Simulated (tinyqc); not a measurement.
Exchange-only LDA atom on a uniform radial grid, spin-unpolarised, for Be, step by step. Computed by tinyqc, a small Python program that keeps every step. Settings: Z = 4, points = 128, R = 15.2, functional = Slater exchange alone, mixing = 0.2, iteration cap = 70. Command: `OMP_NUM_THREADS=1 python tinyqc.py 26981 26982 out.jsonl` (the two numbers bound the seeds that draw the settings). One thread of a shared host (Intel(R) Xeon(R) Processor @ 2.60GHz), about 0.3 s of CPU time with the checks. Later iterations appear only in the table of the cycle.

## Iteration 1

Spherical atom on a uniform radial grid r_j = j h with h = R/(N + 1), h sum u^2 = 1 and integrals as h times sums, u(0) = u(R) = 0 (atomic units):
```
parameter            value
Z                        4
points N               128
R                15.200000
h                 0.117829
mixing            0.200000
electrons in 1s          2
electrons in 2s          2
```

Three-point differences turn -u''/2 + [l(l+1)/2r^2 - Z/r + V] u = e u into a tridiagonal matrix (diagonal 1/h^2 + potential, off-diagonal -1/2h^2). D = sum f u^2; the Hartree potential y/r solves y'' = -D/r with y(0) = 0, y(R) = N_e; v_xc comes from rho = D/(4 pi r^2); E = sum f e - int D V + int D (V_H/2 + eps_xc); V(new) = V + mixing (V_H + v_xc - V).

eigenvalues (hartree): 1s -7.5991, 2s -1.9730

Every 8th grid point:
```
r          V in     u(1s)      u(2s)         D     V_H       v_xc
0.9426   0.0000    0.3753    -0.6968    1.2528  3.5376    -0.4750
1.8853   0.0000    0.0196    -0.6880    0.9475  2.0778    -0.2726
2.8279   0.0000    0.0008    -0.2688    0.1446  1.4124    -0.1112
3.7705   0.0000  2.69e-05    -0.0779    0.0121  1.0608    -0.0402
4.7132   0.0000  8.80e-07    -0.0194    0.0008  0.8487    -0.0137
5.6558   0.0000  2.76e-08    -0.0044  3.87e-05  0.7072    -0.0045
6.5984   0.0000  8.43e-10    -0.0009  1.76e-06  0.6062    -0.0015
7.5411   0.0000  2.52e-11  -1.91e-04  7.30e-08  0.5304  -4.60e-04
8.4837   0.0000         0  -3.76e-05  2.83e-09  0.4715  -1.44e-04
9.4264   0.0000         0  -7.22e-06  1.04e-10  0.4243  -4.47e-05
10.3690  0.0000         0  -1.36e-06         0  0.3858  -1.37e-05
11.3116  0.0000         0  -2.50e-07         0  0.3536     0.0000
12.2543  0.0000         0  -4.55e-08         0  0.3264     0.0000
13.1969  0.0000         0  -8.17e-09         0  0.3031     0.0000
14.1395  0.0000         0  -1.42e-09         0  0.2829     0.0000
15.0822  0.0000         0  -9.02e-11         0  0.2652     0.0000
```

total energy = -12.510649 hartree

## Iteration 2

As before.

eigenvalues (hartree): 1s -6.5774, 2s -1.5007

Every 8th grid point:
```
r          V in     u(1s)      u(2s)         D     V_H       v_xc
0.9426   0.6125    0.4030    -0.6084    1.0652  3.4455    -0.4500
1.8853   0.3610    0.0252    -0.7216    1.0427  2.0562    -0.2814
2.8279   0.2602    0.0012    -0.3382    0.2287  1.4101    -0.1295
3.7705   0.2041  5.21e-05    -0.1187    0.0282  1.0606    -0.0532
4.7132   0.1670  2.12e-06    -0.0361    0.0026  0.8487    -0.0207
5.6558   0.1405  8.34e-08    -0.0101  2.03e-04  0.7072    -0.0078
6.5984   0.1210  3.20e-09    -0.0027  1.41e-05  0.6062    -0.0029
7.5411   0.1060  1.21e-10    -0.0007  8.97e-07  0.5304    -0.0011
8.4837   0.0943         0  -1.64e-04  5.38e-08  0.4715  -3.85e-04
9.4264   0.0849         0  -3.92e-05  3.08e-09  0.4243  -1.38e-04
10.3690  0.0772         0  -9.20e-06  1.69e-10  0.3858  -4.93e-05
11.3116  0.0707         0  -2.12e-06         0  0.3536  -1.75e-05
12.2543  0.0653         0  -4.83e-07         0  0.3264     0.0000
13.1969  0.0606         0  -1.09e-07         0  0.3031     0.0000
14.1395  0.0566         0  -2.34e-08         0  0.2829     0.0000
15.0822  0.0530         0  -1.68e-09         0  0.2652     0.0000
```

total energy = -12.852851 hartree

## Convergence

Stop when input and output potentials agree to 1e-7.

Course of the cycle (hartree):
```
iteration           E    e(1s)    e(2s)  largest |V(out) - V(in)|
1          -12.510649  -7.5991  -1.9730                  6.66e+00
2          -12.852851  -6.5774  -1.5007                  5.04e+00
3          -13.077875  -5.8034  -1.1540                  3.80e+00
4          -13.223305  -5.2187  -0.8989                  2.85e+00
5          -13.315683  -4.7785  -0.7109                  2.13e+00
6          -13.373339  -4.4482  -0.5720                  1.58e+00
7          -13.408681  -4.2014  -0.4691                  1.17e+00
8          -13.429949  -4.0176  -0.3928                  8.57e-01
9          -13.442512  -3.8812  -0.3360                  6.28e-01
10         -13.449800  -3.7804  -0.2937                  4.58e-01
11         -13.453955  -3.7061  -0.2622                  3.33e-01
...               ...      ...      ...                       ...
59         -13.459113  -3.5029  -0.1664                  8.41e-07
60         -13.459113  -3.5029  -0.1664                  6.71e-07
61         -13.459113  -3.5029  -0.1664                  5.35e-07
62         -13.459113  -3.5029  -0.1664                  4.27e-07
63         -13.459113  -3.5029  -0.1664                  3.41e-07
64         -13.459113  -3.5029  -0.1664                  2.72e-07
65         -13.459113  -3.5029  -0.1664                  2.17e-07
66         -13.459113  -3.5029  -0.1664                  1.73e-07
67         -13.459113  -3.5029  -0.1664                  1.38e-07
68         -13.459113  -3.5029  -0.1664                  1.10e-07
69         -13.459113  -3.5029  -0.1664                  8.81e-08
```

Converged in 69 iterations. A uniform grid resolves the cusp poorly: for a bare nucleus this grid gives 1s at -7.59913 against -Z^2/2 = -8 hartree. Before convergence this energy mixes input and output and is not variational, so it may rise towards its limit.
